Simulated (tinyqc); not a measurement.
# Resonant-tunnelling diode, transfer matrices and Tsu-Esaki current: effect of temperature at two biases

Emitter (band edge 0), barrier d1, well Lw, barrier d2, collector (edge -V). The bias drops linearly over these layers and none in the contacts; each layer is cut into ns equal slices, flat at the value of their centres. E is the energy of motion across the layers, C = hbar^2/(2 m0), psi and psi'/m are continuous. Transport is coherent, T(E) is taken as independent of the transverse momentum, and charge in the well is ignored.

The current at V = 0.239 V and at V = 0.366 V, Ef held fixed. For the pair (psi, psi'/m) a flat layer has M = [[cos kd, (m/k) sin kd], [-(k/m) sin kd, cos kd]] with k = sqrt(m (E - U)/C) above its edge U, and M = [[cosh Kd, (m/K) sinh Kd], [(K/m) sinh Kd, cosh Kd]] with K = sqrt(m (U - E)/C) below it. Later slices stand to the left. With M acting on (psi, psi'/m) and v = k/m in each lead, T(E) = 4 vL vR/[(vL vR M12 - M21)^2 + (vR M11 + vL M22)^2]. J = J0 times the integral over E > 0 of T(E) N(E), N = ln[(1 + exp((Ef - E)/Vt))/(1 + exp((Ef - V - E)/Vt))], J0 = q^2 mw m0 kB T/(2 pi^2 hbar^3) (times 1e-4 for A/cm^2 per eV). The integral is converged to the digits shown.

Inputs (values chosen for the exercise); masses and offsets close to those of GaN wells and AlGaN barriers:
- mw = 0.2 m0 (mass in the well, spacer and contacts)
- U1 = 0.6 eV (barrier height)
- m1 = 0.27 m0 (barrier mass)
- d1 = 1 nm (emitter barrier)
- Lw = 2.3 nm (well width)
- d2 = 1 nm (collector barrier)
- ns = 1 (slices in each layer)
- Ef = 0.058 eV (Fermi energy of both contacts above their band edges)

Constants: q = 1.602176634e-19 C, kB = 1.380649e-23 J/K, hbar = 1.054571817e-34 J s, m0 = 9.1093837015e-31 kg, Vt = kB T/q, hbar^2/(2 m0) = 0.0380998212 eV nm^2. Results are converted to the units shown.

Effect of temperature at two biases:
```
T (K)  J at 0.239 V (kA/cm^2)  J at 0.366 V (kA/cm^2)  ratio
40                      707.4                   28.01  25.25
77                      711.3                   29.14  24.41
150                     736.5                   33.48  22.00
220                     785.0                   40.20  19.53
300                     860.6                   51.21  16.81
400                     972.7                   72.21  13.47
```

The first current rises from 707 to 973 kA/cm^2, the second rises from 28.0 to 72.2 kA/cm^2, and their ratio falls from 25.3 to 13.5. Heat lifts electrons to energies where the barriers transmit more, which raises the second current by a far larger factor than the first.

Program tinyqc, `OMP_NUM_THREADS=1 python tinyqc.py 2600028 2600029 out.jsonl`; Intel Xeon 2.30GHz, shared host, one thread, about 0.04 s.
